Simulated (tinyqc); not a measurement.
Energy relaxation with and without hot phonons: decay of LO phonons and the hot-phonon bottleneck in the cooling of electrons. Computed by tinyqc, a small Python program. Command: `OMP_NUM_THREADS=1 python tinyqc.py 3030529 3030530 out.jsonl hotphonon walk`. One thread of a shared host (Intel(R) Xeon(R) Processor @ 2.30GHz), about 0.01 s of CPU time with the checks.

n(E, T) = 1/(exp(E/(k_B T)) - 1) is the Bose occupation. Electrons have a temperature T_e; the LO modes within their reach share one occupation N; the decay products stay at the lattice temperature.

Inputs (values chosen for the exercise, modelled on indium arsenide):
```
quantity                                             value    unit
LO energy hbar omega                                  29.2     meV
lifetime at T = 0, tau_0                               9.5      ps
lattice temperature T                                  300       K
electron mass m*                                    0.0255     m_0
eps_inf                                               11.9       -
static dielectric constant eps_s                      15.5       -
electron density n                                 8.7e+17  1/cm^3
density of LO modes that the electrons reach, N_m    1e+19  1/cm^3
```

Decay channel: two equal phonons (Klemens).

Constants: k_B = 8.617333262e-05 eV/K; c = 299792458 m/s; e^2/(4 pi eps_0) = 14.39964548 eV angstrom; hbar^2/(2 m_0) = 3.80998212 eV angstrom^2; hbar = 6.582119569e-16 eV s; e = 1.602176634e-19 C; k_B = 1.380649e-23 J/K.

Method:
- Decay rate 1/tau = (1/tau_0) [1 + 2 n(hbar omega/2)].
- Full width Gamma = 1/(2 pi c tau) in 1/cm, c in cm/s.
- Froehlich coupling alpha = (e^2/(4 pi eps_0)) (1/eps_inf - 1/eps_s) k_0/(2 hbar omega), k_0 = sqrt(m* hbar omega/(hbar^2/(2 m_0))); emission time tau_sp = hbar/(2 alpha hbar omega); bottleneck ratio r = (n/N_m) tau/tau_sp.
- Net emission per electron: [(N + 1) x - N]/tau_sp with x = exp(-hbar omega/(k_B T_e)), a simple two-level balance; steady state of the modes: n [(N + 1) x - N]/tau_sp = N_m (N - N_0)/tau; power per electron P = hbar omega [(N + 1) x - N]/tau_sp.
- P(T_e) = (hbar omega/tau_sp) [(N_0 + 1) x - N_0]/[1 + r (1 - x)], and r = 0 without hot phonons; energy relaxation time tau_E = (3/2) k_B (T_e - T)/P.

emission time tau_sp = 167.529 fs

equilibrium LO occupation N_0 = 0.477526

bottleneck ratio r = 1.35721

phonon lifetime tau = 2.61348 ps

Cooling:
```
T_e (K)  P, cold phonons (nW)  P, hot phonons (nW)   ratio  tau_E (ps)        N
330                    1.4421              0.77069  1.8711     0.80615  0.51498
380                    3.5798               1.9878  1.8008     0.83345  0.57414
450                    6.0966               3.5486  1.7180     0.87541  0.64999
600                    10.122               6.3833  1.5856     0.97331  0.78776
800                    13.679               9.3138  1.4686      1.1118  0.93019
1100                   16.987               12.492  1.3598      1.3263   1.0846
1600                   20.051               15.925  1.2590      1.6906   1.2515
2300                   22.273               18.781  1.1859      2.2053   1.3903
```

What does the comparison show, and why?

Reabsorption cuts the loss by a factor 1.87 at the lowest T_e and 1.19 at the highest; the factor is 1 + r (1 - x) with r = 1.36. tau_E runs from 0.81 to 2.2 ps, with its shortest value, 0.81 ps, at T_e = 330 K, against tau_sp = 170 fs and a phonon lifetime of 2.6 ps. In the coldest rows the electrons are degenerate, so (3/2) k_B (T_e - T) overstates their excess energy. Pauli blocking is left out, as are upper valleys and non-parabolic bands, which can matter above about 1000 K.

Extremes, crossings and ranges named in words are read from the listed rows.
